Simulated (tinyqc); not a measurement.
Free and nearly free electrons in a metal, step by step. Values are carried at full precision from step to step, so a last printed digit may differ when a step is redone from the rounded ones.

The cubic cell holds 4 atoms: n = 4 z/a^3, kF = (3 pi^2 n)^(1/3), EF = c kF^2/m, vF = 2 c kF/(m hbar), c = hbar^2/2m0; rs = (3/(4 pi n))^(1/3)/a0; D(EF) = 3 n/(2 EF).

Constants: hbar^2/2m0 = 3.80998211 eV angstrom^2; hbar = 6.58211957e-16 eV s; a0 (Bohr radius) = 0.5291772105 angstrom; kB = 8.617333262e-05 eV/K.

Inputs chosen for the exercise (near those of Ca; the results hold for these values, not for the real material): a = 5.6 angstrom (fcc lattice constant); z = 2 (free electrons an atom); m = 1 m0 (mass); rho = 3.84 micro-ohm cm (bulk resistivity); T = 300 K; V = 0.4 eV (|V_G| for G = (111)); x = 0.85 (k along G as a share of |G|/2).

## The Fermi sphere

Evaluate the free-electron quantities.

n = 0.04555 1/angstrom^3
kF = 1.1049 1/angstrom
EF = 4.651 eV
vF = 1.279e+06 m/s
rs = 3.282
D(EF) per atom = 0.6450 1/eV

## Relaxation time and mean free path

Drude: 1/rho = n e^2 tau/(m m0) with e = 1.602176634e-19 C and m0 = 9.1093837e-31 kg; mean free path l = vF tau; rho l = hbar kF/(n e^2) = 12 pi^3 hbar/(e^2 S) with S = 4 pi kF^2 does not depend on tau or m.

Use SI units: n in 1/m^3 (1e30 per 1/angstrom^3), rho in ohm m (1e-8 per micro-ohm cm).

tau = 20.29 fs
l = 25.95 nm
rho l = 9.964 1e-16 ohm m^2

Wires lose conductivity to surfaces and grain boundaries, with an excess that scales as rho l over the width and is of the order of rho itself at a width of l = 26 nm.

## Thermal quantities

gamma = (pi^2/3) kB^2 D(EF) per atom, times 96485.33 x 1e3 for mJ/(mol K^2); mu(T) = EF (1 - (pi kB T/EF)^2/12); Wiedemann-Franz kappa = L0 T/rho with L0 = (pi^2/3) (kB/e)^2, kB/e in V/K.

gamma = 1.520 mJ/(mol K^2)
mu - EF = -0.1182 meV
kappa = 191 W/(m K)

## The sphere against the zone faces

Take G = (hkl) 2 pi/a for (111), (200) and (220), with the number of equivalent faces. The Bragg plane of G lies at |G|/2 with |G| = (2 pi/a) sqrt(h^2 + k^2 + l^2). Where kF exceeds it, the sphere cuts the plane in a circle of radius sqrt(kF^2 - G^2/4).

Distance and circle for each G:

| G | faces | \|G\|/2 (1/angstrom) | kF/(\|G\|/2) | circle radius |
|---|---|---|---|---|
| (111) | 8 | 0.9717 | 1.1371 | 0.5259 |
| (200) | 6 | 1.1220 | 0.9847 | - |
| (220) | 12 | 1.5867 | 0.6963 | - |

The sphere crosses the (111) faces, so electrons spill into higher zones.

## Two plane waves near the face

Two plane waves k and k - G, G = (111) (2 pi/a): H = [[c k^2/m, V], [V, c (k - G)^2/m]] with c = hbar^2/2m0.

Build H for k along G, diagonalise, and give the weight of the first wave in the lower state and its velocity along G relative to a free electron, (w k + (1 - w)(k - G))/k.

H (eV):
```
        1       2
1  2.5990  0.4000
2  0.4000  4.7573
```

levels (eV): 2.5273  4.8291

w = 0.9688
v/v_free = 0.9267

The splitting is 2.302 eV here and 2V = 0.8 eV on the face, where the normal velocity vanishes. There the lower band lies at 3.197 eV and the upper at 3.997 eV, both below the free EF of 4.651 eV: the face centre is filled in both bands and band 2 holds electrons here, while band 1 may keep holes at the zone corners.

## Checks

- Lower level against the closed form of the 2 x 2 problem (eV): both 2.5273.
- The product rho l against hbar kF/(n e^2) (1e-16 ohm m^2): both 9.964.

Computed by tinyqc, a small Python program: `OMP_NUM_THREADS=1 python tinyqc.py 1651547 1651548 out.jsonl` (the numbers bound the seed that draws the inputs); one thread of a shared host (Intel(R) Xeon(R) Processor @ 2.30GHz), about 0.01 s for the whole set of steps.
